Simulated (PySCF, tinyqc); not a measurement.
Worked calculation: RHF in the sto-6g basis, for B+, spin multiplicity 1. The lowest restricted solution is unstable here: a spin-polarised one lies 0.0000 hartree lower (PySCF). One step of it, computed by the program tinyqc.

Question. Iteration 1: diagonalisation and new density. A level shift of 0.5 hartree raises the virtual space: F + shift (S - S D(s) S), with D(s) the density of one spin (D/2). Diagonalise F' = X^T F X, C = X C', fill 2 alpha and 2 beta electrons from the bottom; D = 2 C_occ C_occ^T. Each column has its largest component positive (the first on a tie).

Fock matrix F (hartree), lower triangle:
```
,1B 1s,1B 2s,1B 2px,1B 2py,1B 2pz
1B 1s,-9.393254
1B 2s,-2.360238,-1.715509
1B 2px,-0.100618,0.022063,-0.685733
1B 2py,0.128529,-0.015302,0.108405,-0.735692
1B 2pz,0.126933,0.063685,0.086992,-0.129057,-0.835466
```

X:
```
,1,2,3,4,5
1B 1s,0.824725,0.000000,0.000000,0.000000,0.628722
1B 2s,-0.824725,0.000000,0.000000,0.000000,0.628722
1B 2px,0.000000,1.000000,0.000000,0.000000,0.000000
1B 2py,0.000000,0.000000,1.000000,0.000000,0.000000
1B 2pz,0.000000,0.000000,0.000000,1.000000,0.000000
```

D at the start, lower triangle:
```
,1B 1s,1B 2s,1B 2px,1B 2py,1B 2pz
1B 1s,0.316396
1B 2s,-0.452859,1.769246
1B 2px,0.356463,-0.427529,0.407701
1B 2py,-0.433853,0.394513,-0.505495,0.640660
1B 2pz,-0.297017,-0.537802,-0.405645,0.601797,1.105914
```

overlap S, lower triangle:
```
,1B 1s,1B 2s,1B 2px,1B 2py,1B 2pz
1B 1s,1.000000
1B 2s,0.264891,1.000000
1B 2px,0.000000,0.000000,1.000000
1B 2py,0.000000,0.000000,0.000000,1.000000
1B 2pz,0.000000,0.000000,0.000000,0.000000,1.000000
```

Give: F' = X^T F X; orbital energies; coefficients C; D after iteration 1.

Answer.

F' = X^T F X (hartree), lower triangle:
```
,1,2,3,4,5
1,-4.120
2,-0.220,-0.288
3,0.244,0.235,-0.396
4,0.016,0.188,-0.280,-0.612
5,-3.806,-0.035,0.079,0.286,-5.944
```

orbital energies (hartree): MO1 -8.961, MO2 -1.195, MO3 -0.917, MO4 -0.188, MO5 -0.098

coefficients C:
```
,MO1,MO2,MO3,MO4,MO5
1B 1s,1.003,-0.243,0.062,-0.075,0.000
1B 2s,-0.017,0.995,-0.074,0.284,0.000
1B 2px,0.020,-0.177,-0.394,0.520,0.737
1B 2py,-0.026,0.176,0.538,-0.480,0.670
1B 2pz,-0.029,-0.131,0.741,0.651,-0.094
```

D after iteration 1, lower triangle:
```
,1B 1s,1B 2s,1B 2px,1B 2py,1B 2pz
1B 1s,2.132
1B 2s,-0.518,1.979
1B 2px,0.127,-0.353,0.064
1B 2py,-0.139,0.352,-0.064,0.064
1B 2pz,0.005,-0.260,0.045,-0.045,0.036
```
